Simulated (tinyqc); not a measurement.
Dielectric constant under pressure: Penn model of the dielectric constant and Phillips ionicity.

n = 32/a^3; Ep^2 = 8 pi c e2 n with c = hbar^2/2m0, e2 = e^2/(4 pi eps0); EF = c (3 pi^2 n)^(2/3); eps = 1 + (Ep/Eg)^2 S with S = 1 - Eg/(4 EF) + (Eg/(4 EF))^2/3, Eg the Penn gap. Core d shells are left out.

Phillips: bond length d = sqrt(3) a/4; homopolar gap Eh = 39.74 d^(-2.48) eV (d in angstrom); Eg^2 = Eh^2 + C^2; ionicity fi = C^2/Eg^2.

Constants: hbar^2/2m0 = 3.80998211 eV angstrom^2; e^2/(4 pi eps0) = 14.39964547 eV angstrom.

Inputs chosen for the exercise (out of a larger set: near those of ZnSe; not measured data): a = 5.696 angstrom (cubic lattice constant, 32 valence electrons a cell); C0 = 6.13 eV (ionic gap, held fixed).

The lattice constant is scaled by the factor listed; C = C0.

Results:
```
factor  Eh (eV)  Eg (eV)  Ep (eV)    eps     fi
0.94      4.938    7.871   16.955  4.964  0.606
0.96      4.687    7.716   16.427  4.858  0.631
0.98      4.453    7.577   15.927  4.747  0.655
0.99      4.342    7.512   15.686  4.690  0.666
1.00      4.235    7.451   15.452  4.632  0.677
1.01      4.132    7.393   15.223  4.574  0.688
1.02      4.032    7.337   15.000  4.515  0.698
1.04      3.843    7.235   14.569  4.395  0.718
```

d ln eps/d ln a = -1.26 around factor 1: eps rises under compression. Ep^2 goes as a^-3 and Eh^2 as a^-4.96; with C fixed Eg^2 goes as a^-1.60 at fi = 0.677, and leaving S aside the two powers balance at fi = 0.395. The slope is a difference of two powers and the model omits d shells and any change of C, so it is no prediction for a real crystal; eps from C0 (row 1.00) need not match a measured ei.

Program tinyqc; command `OMP_NUM_THREADS=1 python tinyqc.py 1652432 1652433 out.jsonl`; about 0.01 s on one thread of a shared Intel(R) Xeon(R) Processor @ 2.30GHz.
